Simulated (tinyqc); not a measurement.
# Deformation potential from the mobility gain

Question. Tension X along [100] raises the x valleys by D = Xu (s11 - s12) X against the y and z valleys. Their share is f = w/(w + 2), w = exp(-D/Vt), and for current along [100] mu/mu0 = [f/ml + (1 - f)/mt]/[(1/ml + 2/mt)/3]. Find f, D and Xu.

Parameters, values chosen for the exercise; values close to those of silicon:
```
symbol  value   unit            meaning
T         300      K        temperature
s11      7.46  1/TPa         compliance
s12     -2.11  1/TPa         compliance
ml      0.909     m0  longitudinal mass
mt      0.192     m0    transverse mass
```

Constants: q = 1.602176634e-19 C, kB = 1.380649e-23 J/K, Vt = kB T/q. Results are converted to the units shown.

mu/mu0 = 1.17533213
X = 260 MPa

Answer. The gain is linear in f; w = 2 f/(1 - f).

f = 0.1695
D = 23.17 meV
Xu = 9.310 eV

Computed by the program tinyqc: `OMP_NUM_THREADS=1 python tinyqc.py 2530087 2530088 out.jsonl`, one thread of a shared Intel Xeon 2.30GHz, about 0.01 s for the whole run.
